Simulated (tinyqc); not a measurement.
Plane-averaged potentials: correction of a charged-defect supercell by a model charge and potential alignment (plane-averaged potentials). Computed by tinyqc, a small Python program. Command: `OMP_NUM_THREADS=1 python tinyqc.py 3110507 3110508 out.jsonl align walk`. One thread of a shared host (Intel(R) Xeon(R) Processor @ 2.30GHz), about 0.01 s of CPU time with the checks.

The "true" defect charge is (1 - x) q in a Gaussian of width sigma plus x q in one of width sigma_t, so the exact answer is known; the correction sees only a single model Gaussian of width sigma_m. A Gaussian of width s has the transform rho(G) = exp(-G^2 s^2/2), normalised to 1. A uniform background cancels q, so G = 0 is left out. Potentials are those felt by a unit positive charge. E_0 is the formation energy of the isolated defect, E_cell its value in the supercell, E_lat = E_iso - E_per of the model charge, C the true less the model potential far from the defect; the exact correction is E_0 - E_cell, and the error of a scheme is E_cell plus its correction less E_0.

Inputs (values chosen for the exercise, with screening close to that of SiO2):
```
quantity,value,unit
defect charge q,-2,e
dielectric constant eps,3.89,-
edge of the cubic cell L,15.2,angstrom
width sigma of the true defect charge,1.4,angstrom
width sigma_m of the model charge,0.99,angstrom
share x of the charge in a wide tail,0.28,-
width sigma_t of the tail,2.6,angstrom
```

Constants: e^2/(4 pi eps_0) = 14.39964548 eV angstrom.

Method. Plane-averaged potential at distance z from the defect: V(z) = (4 pi q/(eps L^3)) (e^2/(4 pi eps_0 e)) sum_(m != 0) rho(G_m) cos(G_m z)/G_m^2, G_m = 2 pi m/L, |m| <= 40.

Potentials (V):
```
z/L,z (angstrom),true,model,difference
0.00,0.00,-0.27494,-0.36400,0.089058
0.05,0.76,-0.25434,-0.32696,0.072620
0.10,1.52,-0.19905,-0.23683,0.037787
0.15,2.28,-0.12410,-0.13140,0.007295
0.20,3.04,-0.04450,-0.03327,-0.011238
0.25,3.80,0.02978,0.05078,-0.021004
0.30,4.56,0.09361,0.11963,-0.026024
0.35,5.32,0.14462,0.17319,-0.028573
0.40,6.08,0.18164,0.21144,-0.029806
0.45,6.84,0.20405,0.23439,-0.030342
0.50,7.60,0.21156,0.24205,-0.030489
```

What follows from these numbers?

The difference moves by 0.68 mV between z/L = 0.4 and 0.5: a plateau.
